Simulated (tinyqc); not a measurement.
Resonant-tunnelling diode, transfer matrices and Tsu-Esaki current: two steps of the calculation.

Emitter (band edge 0), barrier d1, well Lw, barrier d2, spacer ds, collector (edge -V). The bias drops linearly over these layers and none in the contacts; each layer is cut into ns equal slices, flat at the value of their centres. E is the energy of motion across the layers, C = hbar^2/(2 m0), psi and psi'/m are continuous. Transport is coherent, T(E) is taken as independent of the transverse momentum, and charge in the well is ignored.

Inputs (values chosen for the exercise); masses and offsets close to those of InGaAs wells and InP barriers:
```
symbol  value  unit                                               meaning
T          77     K                                           temperature
mw      0.041    m0                 mass in the well, spacer and contacts
U1       0.24    eV                                        barrier height
m1      0.082    m0                                          barrier mass
d1        4.1    nm                                       emitter barrier
Lw        9.7    nm                                            well width
d2        4.1    nm                                     collector barrier
ns          3                                        slices in each layer
ds        1.5    nm            undoped spacer after the collector barrier
Ef      0.025    eV  Fermi energy of both contacts above their band edges
V       0.032     V                                 bias of the collector
```

Constants: q = 1.602176634e-19 C, kB = 1.380649e-23 J/K, hbar = 1.054571817e-34 J s, m0 = 9.1093837015e-31 kg, Vt = kB T/q. Results are converted to the units shown.

Task 1. Slices under bias. U = edge of the layer - V x/Lt at the centre x of each slice, Lt the summed thickness.

Find: U; m; width.

Result 1.

```
slice    U (eV)  m (m0)  width (nm)
0       0.23887   0.082      1.3667
1       0.23662   0.082      1.3667
2       0.23436   0.082      1.3667
3      -0.00943   0.041      3.2333
4      -0.01476   0.041      3.2333
5      -0.02010   0.041      3.2333
6       0.21611   0.082      1.3667
7       0.21386   0.082      1.3667
8       0.21160   0.082      1.3667
9      -0.02994   0.041     0.50000
10     -0.03076   0.041     0.50000
11     -0.03159   0.041     0.50000
```

Task 2. Current from the resonance alone. J = J0 times the integral over E > 0 of T(E) N(E), N = ln[(1 + exp((Ef - E)/Vt))/(1 + exp((Ef - V - E)/Vt))], J0 = q^2 mw m0 kB T/(2 pi^2 hbar^3) (times 1e-4 for A/cm^2 per eV). For a sharp resonance J = J0 (pi G/2) Tp N(Er), with Er the peak energy, Tp the peak transmission and G the full width at half maximum (in eV). The three values given are estimates from a parabola through three points of 1/T(E).

Er = 0.025036367 eV
Tp = 0.88984261
G = 0.39534487 meV

Give: J0; N(Er); J.

Result 2.

J0 = 4.403e6 A/(cm^2 eV)
N(Er) = 0.6824
J = 1.660 kA/cm^2

The full integral over T(E) gives 1.646 kA/cm^2; the value above is 0.87 % above it.

Numbers from tinyqc (`OMP_NUM_THREADS=1 python tinyqc.py 2600126 2600127 out.jsonl`; about 0.1 s on one thread of a shared Intel Xeon 2.30GHz).
